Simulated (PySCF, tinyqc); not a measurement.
Worked calculation: CIS and TDHF on RHF in the sto-3g basis, for H4, spin multiplicity 1. The lowest restricted solution is unstable here: a spin-polarised one lies 0.1570 hartree lower (PySCF). Computed by tinyqc, a small Python program that keeps every step (integrals from PySCF). Settings: charge = 0, multiplicity = 1, basis = sto-3g, method = RHF, energy threshold = 1e-10, iteration cap = 76, orthogonalisation = symmetric, start = Wolfsberg-Helmholz matrix, DIIS depth = 6, TDHF = 1. Command: `OMP_NUM_THREADS=1 python tinyqc.py 26875 26876 out.jsonl` (the two numbers bound the seeds that draw the settings). One thread of a shared host (Intel(R) Xeon(R) Processor @ 2.60GHz), about 0.05 s of CPU time with the checks. The early iterations of the SCF are left out here.

## One-electron integrals

Geometry (angstrom):
```
atom,x,y,z
H,0.0000,0.0000,0.0000
H,0.0000,0.0000,1.2850
H,0.0000,1.2960,0.0000
H,0.0000,1.2960,1.2850
```

Basis sto-3g: exponents (1/bohr^2) and contraction coefficients of normalised primitives:
```
element,l (shell),exponent,coefficient
H,s (1),3.4253,0.1543
H,s (1),0.6239,0.5353
H,s (1),0.1689,0.4446
```

Overlap, kinetic and nuclear-attraction integrals over the contracted functions; the nuclear repulsion is the sum of Za Zb / Rab.

nuclear repulsion = 2.220155 hartree

overlap S:
```
,1H 1s,2H 1s,3H 1s,4H 1s
1H 1s,1.0000,0.3460,0.3409,0.1578
2H 1s,0.3460,1.0000,0.1578,0.3409
3H 1s,0.3409,0.1578,1.0000,0.3460
4H 1s,0.1578,0.3409,0.3460,1.0000
```

kinetic energy T (hartree):
```
,1H 1s,2H 1s,3H 1s,4H 1s
1H 1s,0.7600,0.0363,0.0344,-0.0069
2H 1s,0.0363,0.7600,-0.0069,0.0344
3H 1s,0.0344,-0.0069,0.7600,0.0363
4H 1s,-0.0069,0.0344,0.0363,0.7600
```

nuclear attraction V (hartree):
```
,1H 1s,2H 1s,3H 1s,4H 1s
1H 1s,-2.3285,-0.7365,-0.7248,-0.3391
2H 1s,-0.7365,-2.3285,-0.3391,-0.7248
3H 1s,-0.7248,-0.3391,-2.3285,-0.7365
4H 1s,-0.3391,-0.7248,-0.7365,-2.3285
```

core Hamiltonian H = T + V (hartree):
```
,1H 1s,2H 1s,3H 1s,4H 1s
1H 1s,-1.5684,-0.7003,-0.6904,-0.3460
2H 1s,-0.7003,-1.5684,-0.3460,-0.6904
3H 1s,-0.6904,-0.3460,-1.5684,-0.7003
4H 1s,-0.3460,-0.6904,-0.7003,-1.5684
```

## Two-electron integrals

Functions are numbered as in S; the eight-fold symmetry (ij|kl) = (ji|kl) = (kl|ij) leaves the list below.

Two-electron integrals (ij|kl) in chemists' order, unique and non-zero (hartree):
```
i,j,k,l,(ij|kl)
1,1,1,1,0.7746
2,1,1,1,0.1976
2,1,2,1,0.0714
2,2,1,1,0.3953
2,2,2,1,0.1976
2,2,2,2,0.7746
3,1,1,1,0.1940
3,1,2,1,0.0548
3,1,2,2,0.1200
3,1,3,1,0.0692
3,2,1,1,0.0720
3,2,2,1,0.0270
3,2,2,2,0.0774
3,2,3,1,0.0266
3,2,3,2,0.0132
3,3,1,1,0.3925
3,3,2,1,0.1213
3,3,2,2,0.2881
3,3,3,1,0.1940
3,3,3,2,0.0774
3,3,3,3,0.7746
4,1,1,1,0.0774
4,1,2,1,0.0270
4,1,2,2,0.0720
4,1,3,1,0.0266
4,1,3,2,0.0130
4,1,3,3,0.0720
4,1,4,1,0.0132
4,2,1,1,0.1200
4,2,2,1,0.0548
4,2,2,2,0.1940
4,2,3,1,0.0430
4,2,3,2,0.0266
4,2,3,3,0.1200
4,2,4,1,0.0266
4,2,4,2,0.0692
4,3,1,1,0.1213
4,3,2,1,0.0441
4,3,2,2,0.1213
4,3,3,1,0.0548
4,3,3,2,0.0270
4,3,3,3,0.1976
4,3,4,1,0.0270
4,3,4,2,0.0548
4,3,4,3,0.0714
4,4,1,1,0.2881
4,4,2,1,0.1213
4,4,2,2,0.3925
4,4,3,1,0.1200
4,4,3,2,0.0720
4,4,3,3,0.3953
4,4,4,1,0.0774
4,4,4,2,0.1940
4,4,4,3,0.1976
4,4,4,4,0.7746
```

## Orthogonalisation

S = U s U^T; symmetric (Loewdin) form X = U s^(-1/2) U^T, so that X^T S X = 1.

eigenvalues of S: 0.4709  0.8371  0.8473  1.8447

X:
```
,1H 1s,2H 1s,3H 1s,4H 1s
1H 1s,1.0932,-0.1819,-0.1786,0.0035
2H 1s,-0.1819,1.0932,0.0035,-0.1786
3H 1s,-0.1786,0.0035,1.0932,-0.1819
4H 1s,0.0035,-0.1786,-0.1819,1.0932
```

## Iteration 2 (converged): orbitals

converged F (hartree):
```
,1H 1s,2H 1s,3H 1s,4H 1s
1H 1s,-0.2014,-0.3874,-0.2358,-0.1777
2H 1s,-0.3874,-0.2014,-0.1777,-0.2358
3H 1s,-0.2358,-0.1777,-0.2014,-0.3874
4H 1s,-0.1777,-0.2358,-0.3874,-0.2014
```

Diagonalise F' = X^T F X, C = X C', fill 2 alpha and 2 beta electrons from the bottom; D = 2 C_occ C_occ^T. Each column has its largest component positive (the first on a tie).

F' = X^T F X (hartree):
```
,1,2,3,4
1,-0.0198,-0.3553,-0.1755,0.0073
2,-0.3553,-0.0198,0.0073,-0.1755
3,-0.1755,0.0073,-0.0198,-0.3553
4,0.0073,-0.1755,-0.3553,-0.0198
```

orbital energies (hartree): MO1 -0.5433, MO2 -0.2069, MO3 0.1527, MO4 0.5184

coefficients C:
```
,MO1,MO2,MO3,MO4
1H 1s,0.3681,0.5432,0.5465,0.7286
2H 1s,0.3681,0.5432,-0.5465,-0.7286
3H 1s,0.3681,-0.5432,0.5465,-0.7286
4H 1s,0.3681,-0.5432,-0.5465,0.7286
```

D after iteration 2:
```
,1H 1s,2H 1s,3H 1s,4H 1s
1H 1s,0.8612,0.8612,-0.3191,-0.3191
2H 1s,0.8612,0.8612,-0.3191,-0.3191
3H 1s,-0.3191,-0.3191,0.8612,0.8612
4H 1s,-0.3191,-0.3191,0.8612,0.8612
```

## Convergence

Stop when the energy changes by less than 1e-10 hartree and every element of the error matrix X^T (F D S - S D F) X is below 3e-06.

Course of the cycle:
```
iteration,E (hartree),change,largest element of the error matrix
1,-1.776323,-,1.21e-14
2,-1.776323,-4.44e-16,4.38e-15
```

PySCF RHF in the same basis = -1.776323 hartree

Converged in 2 iterations.

## Integrals over molecular orbitals

(pq|rs) = sum C_ip C_jq C_kr C_ls (ij|kl), one index at a time.

one-electron integrals over orbitals h = C^T H C (hartree):
```
,1,2,3,4
1,-1.7917,0.0000,0.0000,0.0000
2,0.0000,-1.4546,0.0000,0.0000
3,0.0000,0.0000,-1.4485,0.0000
4,0.0000,0.0000,0.0000,-1.1121
```

Two-electron integrals over orbitals (pq|rs), unique and non-zero (hartree):
```
p,q,r,s,(pq|rs)
1,1,1,1,0.4669
2,1,2,1,0.1358
2,2,1,1,0.4586
2,2,2,2,0.4663
3,1,3,1,0.1347
3,2,3,2,0.0894
3,3,1,1,0.4584
3,3,2,2,0.4542
3,3,3,3,0.4660
4,1,3,2,0.0874
4,1,4,1,0.0855
4,2,3,1,0.1374
4,2,4,2,0.1504
4,3,2,1,0.1384
4,3,4,3,0.1516
4,4,1,1,0.4625
4,4,2,2,0.4708
4,4,3,3,0.4708
4,4,4,4,0.4880
```

## CIS matrix, singlets

A(ia,jb) = (e_a - e_i) d_ij d_ab + 2 (ia|jb) - (ij|ab).

CIS matrix A, singlet (hartree):
```
,1>3,1>4,2>3,2>4
1>3,0.5070,0.0000,0.0000,0.1364
1>4,0.0000,0.7702,0.0363,0.0000
2>3,0.0000,0.0363,0.0841,0.0000
2>4,0.1364,0.0000,0.0000,0.5554
```

## CIS singlet states

dipole integrals <i|r|a> (bohr):
```
,x,y,z
1>3,0.0000,0.0000,-1.3101
1>4,0.0000,0.0000,0.0000
2>3,0.0000,0.0000,0.0000
2>4,0.0000,0.0000,-1.2669
```

Diagonalise A (1 hartree = 27.211386 eV); each vector has its largest component positive (the first on a tie). The transition dipole is mu = sqrt2 sum c_ia <i|r|a>.

singlet excitation energies (eV): 2.2366  10.6847  18.2232  21.0103

lowest vectors:
```
,state 1,state 2,state 3,state 4
1>3,0.0000,0.7664,0.6423,0.0000
1>4,-0.0528,0.0000,0.0000,0.9986
2>3,0.9986,0.0000,0.0000,0.0528
2>4,0.0000,-0.6423,0.7664,0.0000
```

oscillator strengths 2/3 w |mu|^2: 0.0000  0.0190  2.9334  0.0000

## TDHF (RPA) singlet states

B(ia,jb) = 2 (ia|jb) - (ib|ja); the squared energies are the eigenvalues of (A - B)(A + B); 1 hartree = 27.211386 eV.

TDHF matrix B, singlet (hartree):
```
,1>3,1>4,2>3,2>4
1>3,0.1347,0.0000,0.0000,0.1874
1>4,0.0000,0.0855,0.0374,0.0000
2>3,0.0000,0.0374,0.0894,0.0000
2>4,0.1874,0.0000,0.0000,0.1504
```

squared energies w^2 (hartree^2): -0.0009  0.1517  0.3400  0.5857

TDHF energies from the positive w^2 (eV): 10.5970  15.8663  20.8253

A + B or A - B has a negative eigenvalue: the restricted solution is unstable towards a lower one, a negative w^2 means an imaginary energy, and the lowest roots have no physical meaning.

## CIS matrix, triplets

A(ia,jb) = (e_a - e_i) d_ij d_ab - (ij|ab).

CIS matrix A, triplet (hartree):
```
,1>3,1>4,2>3,2>4
1>3,0.2376,0.0000,0.0000,-0.1384
1>4,0.0000,0.5992,-0.1384,0.0000
2>3,0.0000,-0.1384,-0.0946,0.0000
2>4,-0.1384,0.0000,0.0000,0.2545
```

## CIS triplet states

Diagonalise A (1 hartree = 27.211386 eV); each vector has its largest component positive (the first on a tie).

triplet excitation energies (eV): -3.2990  2.9215  10.4686  17.0299

lowest vectors:
```
,state 1,state 2,state 3,state 4
1>3,0.0000,0.7283,-0.6852,0.0000
1>4,0.1887,0.0000,0.0000,0.9820
2>3,0.9820,0.0000,0.0000,-0.1887
2>4,0.0000,0.6852,0.7283,0.0000
```

A negative triplet energy shows that the restricted solution is unstable towards a spin-polarised one.

## TDHF (RPA) triplet states

B(ia,jb) = - (ib|ja); the squared energies are the eigenvalues of (A - B)(A + B); 1 hartree = 27.211386 eV.

TDHF matrix B, triplet (hartree):
```
,1>3,1>4,2>3,2>4
1>3,-0.1347,0.0000,0.0000,-0.0874
1>4,0.0000,-0.0855,-0.1374,0.0000
2>3,0.0000,-0.1374,-0.0894,0.0000
2>4,-0.0874,0.0000,0.0000,-0.1504
```

squared energies w^2 (hartree^2): -0.0412  0.0017  0.1447  0.3516

TDHF energies from the positive w^2 (eV): 1.1383  10.3517  16.1345

A + B or A - B has a negative eigenvalue: the restricted solution is unstable towards a spin-polarised one, a negative w^2 means an imaginary energy, and the lowest roots have no physical meaning.
